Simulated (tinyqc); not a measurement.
# On-chip interconnect, size-dependent resistivity and RC delay: what changes with what

A rectangular line between two neighbours and two ground planes. Surface and grain-boundary scattering are added to the bulk resistivity as corrections; capacitances are parallel-plate values without fringing; inductance is ignored.

Inputs (values chosen for the exercise); metal values close to those of copper: bulk resistivity rho0 = 1.65 uohm cm; bulk mean free path lam = 38.7 nm; specular share of surface scattering ps = 0; reflection coefficient of grain boundaries Rg = 0.53; grain size over the metal width gr = 0.7; drawn line width wd = 110 nm; aspect ratio, height over width AR = 1.3; liner on both walls and the bottom, not conducting tl = 3 nm; space to the neighbouring lines sp = 130 nm; dielectric height to the planes above and below hd = 210 nm; relative permittivity of the dielectric ek = 3; Miller factor of the neighbours Mf = 1; driver resistance Rd = 450 ohm; load capacitance Cl = 2.6 fF; bulk resistivity of the second metal (close to iridium) rho2 = 5.07 uohm cm; mean free path of the second metal lam2 = 7.2 nm; liner of the second metal tl2 = 0 nm.

Constants: eps0 = 8.8541878128e-12 F/m. Results are converted to the units shown.

Each table varies one quantity; the others keep the values above.

## Delay against the line length

Metal width x = wd - 2 tl, height y = AR wd - tl; grain boundaries (Mayadas-Shatzkes): al = (lam/(gr x)) Rg/(1 - Rg), g = 1/[1 - 3 al/2 + 3 al^2 - 3 al^3 ln(1 + 1/al)] - 1; surfaces (Fuchs-Sondheimer, thick limit): s = (3/8) lam (1 - ps)(1/x + 1/y); rho = rho0 (1 + g + s); r = rho/(x y); c = eps0 ek (2 wd/hd + 2 Mf AR wd/sp). Elmore delay tE = Rd (c Lw + Cl) + r Lw (c Lw/2 + Cl); t50 is the time at which the far end of a ladder of 30 pi sections (half capacitances at both ends, Cl at the far end, a step applied through Rd) reaches half the step; line share r Lw/(Rd + r Lw); estimate 0.69 Rd (c Lw + Cl) + 0.38 r c Lw^2 + 0.69 r Lw Cl.

The same in every row: rho (uohm cm) = 3.431; r (ohm/um) = 2.356; c (fF/um) = 0.08627.

Results:

| Lw (um) | tE (ps) | t50 (ps) | estimate (ps) | line share of the resistance (%) |
|---|---|---|---|---|
| 1 | 1.215 | 0.8422 | 0.8384 | 0.5209 |
| 3 | 1.306 | 0.9053 | 0.9010 | 1.547 |
| 7 | 1.490 | 1.034 | 1.028 | 3.536 |
| 20 | 2.110 | 1.471 | 1.458 | 9.480 |
| 50 | 3.671 | 2.589 | 2.551 | 20.75 |
| 100 | 6.681 | 4.777 | 4.681 | 34.37 |
| 400 | 35.41 | 26.23 | 25.57 | 67.68 |
| 3000 | 1051 | 795.0 | 789.0 | 94.02 |

Estimate the missing row, Lw = 1000 um.

Computed row:

| Lw (um) | tE (ps) | t50 (ps) | estimate (ps) | line share of the resistance (%) |
|---|---|---|---|---|
| 1000 | 147.7 | 111.1 | 109.1 | 83.96 |

With this row back in the table: As Lw goes from 1 to 3000, r stays at 2.36 ohm/um, c stays at 0.0863 fF/um and t50 rises from 0.842 to 795 ps. t50/tE lies between 0.693 and 0.757, and the estimate is within 2.5 % of t50. The delay goes as Lw^(0.07) for the shortest lines and Lw^(1.79) for the longest; the line resistance equals Rd at 191 um.

## Two metals against line width

Metal width x = wd - 2 tl, height y = AR wd - tl; grain boundaries (Mayadas-Shatzkes): al = (lam/(gr x)) Rg/(1 - Rg), g = 1/[1 - 3 al/2 + 3 al^2 - 3 al^3 ln(1 + 1/al)] - 1; surfaces (Fuchs-Sondheimer, thick limit): s = (3/8) lam (1 - ps)(1/x + 1/y); rho = rho0 (1 + g + s); r = rho/(x y). The second metal has rho2, lam2 and tl2 in place of rho0, lam and tl; ps, Rg, gr and AR are shared.

Result of one run:

| wd (nm) | rho, first (uohm cm) | rho, second (uohm cm) | r, first (ohm/um) | r, second (ohm/um) | ratio second/first |
|---|---|---|---|---|---|
| 70 | 4.512 | 6.627 | 8.011 | 10.40 | 1.299 |

What becomes of these results when the drawn line width wd is changed from 70 to 45 nm, all else the same?

Result of the changed run:

| wd (nm) | rho, first (uohm cm) | rho, second (uohm cm) | r, first (ohm/um) | r, second (ohm/um) | ratio second/first |
|---|---|---|---|---|---|
| 45 | 6.296 | 7.472 | 29.09 | 28.38 | 0.9758 |

The whole series:

| wd (nm) | rho, first (uohm cm) | rho, second (uohm cm) | r, first (ohm/um) | r, second (ohm/um) | ratio second/first |
|---|---|---|---|---|---|
| 8 | 85.54 | 18.15 | 5.780e4 | 2181 | 0.03774 |
| 10 | 44.43 | 15.57 | 1.111e4 | 1198 | 0.1078 |
| 13 | 26.49 | 13.18 | 2723 | 600.0 | 0.2204 |
| 17 | 17.65 | 11.30 | 840.1 | 300.9 | 0.3581 |
| 22 | 12.75 | 9.911 | 311.3 | 157.5 | 0.5060 |
| 30 | 9.119 | 8.643 | 105.5 | 73.87 | 0.6999 |
| 45 | 6.296 | 7.472 | 29.09 | 28.38 | 0.9758 |
| 70 | 4.512 | 6.627 | 8.011 | 10.40 | 1.299 |
| 120 | 3.278 | 5.986 | 1.879 | 3.198 | 1.702 |

The resistivity of the first metal falls from 85.5 to 3.28 uohm cm and that of the second goes from 18.1 to 5.99 uohm cm as the line widens. The products rho0 lam, which set the size effect, are 63.9 and 36.5 uohm cm nm. The two resistances cross at wd = 46.6 nm: below it the second metal gives the lower line resistance. For widths well under the mean free path the thick-limit surface term is only a guide.

Program tinyqc, `OMP_NUM_THREADS=1 python tinyqc.py 2100041 2100042 out.jsonl`; Intel Xeon 2.30GHz, shared host, one thread, about 0.01 s.
